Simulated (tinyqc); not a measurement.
# Changing the Ge fraction x

Model: composition and strain of an epitaxial Si(1-x)Ge(x) layer from Raman and X-ray peaks. Computed by tinyqc, a small Python program. Command: `OMP_NUM_THREADS=1 python tinyqc.py 3006557 3006558 out.jsonl epiraman sweep`. One thread of a shared host (Intel(R) Xeon(R) Processor @ 2.30GHz), about 0.01 s of CPU time with the checks.

A (001) layer, biaxially strained in the plane. The Raman peaks follow empirical lines omega = w0 + c1 x + c3 x^3 + b eps (c3 for Si-Ge alone), with eps the in-plane strain.

Inputs (values chosen for the exercise, modelled on silicon-germanium):

| quantity | value | unit |
|---|---|---|
| degree of relaxation R | 0 | - |
| lattice constant of Si | 5.431 | angstrom |
| lattice constant of Ge | 5.658 | angstrom |
| bowing B | 0.026 | angstrom |
| 2 C12/C11 of Si | 0.768 | - |
| 2 C12/C11 of Ge | 0.751 | - |
| Si-Si: w0 | 520.5 | 1/cm |
| Si-Si: c1 | -65.7 | 1/cm |
| Si-Si: strain coefficient b | -738 | 1/cm |
| Si-Ge: w0 | 400.4 | 1/cm |
| Si-Ge: c1 | 24.6 | 1/cm |
| Si-Ge: c3 | -34.7 | 1/cm |
| Si-Ge: strain coefficient b | -584 | 1/cm |
| Ge-Ge: w0 | 280.2 | 1/cm |
| Ge-Ge: c1 | 19.6 | 1/cm |
| Ge-Ge: strain coefficient b | -468 | 1/cm |
| X-ray wavelength | 1.540598 | angstrom |

Substrate: silicon.

Method:
- Relaxed lattice constant a(x) = a_Si + (a_Ge - a_Si) x - B x (1 - x).
- In-plane constant a_par = a_sub + R (a(x) - a_sub); eps = a_par/a(x) - 1; eps_perp = -(2 C12/C11) eps with 2 C12/C11 linear in x; a_perp = a(x) (1 + eps_perp).
- Insert x and eps in the three lines; the strain part is b eps.
- Bragg angle theta = arcsin(2 lambda/a) for (004), for the substrate with a_sub and the layer with a_perp; separation in arc seconds.

One run for each value:

| Ge fraction x | Si-Si peak (1/cm) | Si-Ge peak (1/cm) | Ge-Ge peak (1/cm) | in-plane strain eps (per mille) | separation, layer less substrate (arcsec) |
|---|---|---|---|---|---|
| 0.08 | 517.4 | 404.1 | 283.2 | -2.98 | -746 |
| 0.18 | 513.7 | 408.6 | 286.9 | -6.77 | -1685 |
| 0.29 | 509.6 | 413.1 | 291.0 | -11.01 | -2724 |
| 0.40 | 505.5 | 417.0 | 295.2 | -15.33 | -3769 |
| 0.50 | 501.9 | 419.6 | 299.0 | -19.32 | -4724 |
| 0.60 | 498.3 | 421.3 | 302.9 | -23.37 | -5683 |
| 0.71 | 494.4 | 421.7 | 307.2 | -27.89 | -6741 |
| 0.82 | 490.6 | 420.4 | 311.5 | -32.48 | -7802 |
| 0.92 | 487.1 | 417.4 | 315.4 | -36.70 | -8768 |

Over the rows, Si-Si peak (1/cm) falls from 517 to 487 (exponent d ln y / d ln x -0.0090 between the first rows and -0.061 between the last); Si-Ge peak (1/cm) goes from 404 through a maximum among these rows, 422 at 0.710, to 417; Ge-Ge peak (1/cm) rises from 283 to 315 (exponent d ln y / d ln x 0.016 between the first rows and 0.11 between the last). Composition and strain both change with x. The Si-Si peak moves by -36.1 per cm per unit x on average, against c1 = -65.7 without strain: eps moves towards compression as x grows, which offsets part of the fall, in proportion to 1 - R.

Caution (rows 0.0800, 0.180, 0.820, 0.920): near either end one of the like-atom peaks is weak, since its intensity follows the number of such bonds. Caution (rows 0.600, 0.710, 0.820, 0.920): strains above 2 % survive only in layers a few nanometres thick, and the linear relations lose accuracy.

Extremes, crossings and ranges named in words are read from the listed rows.
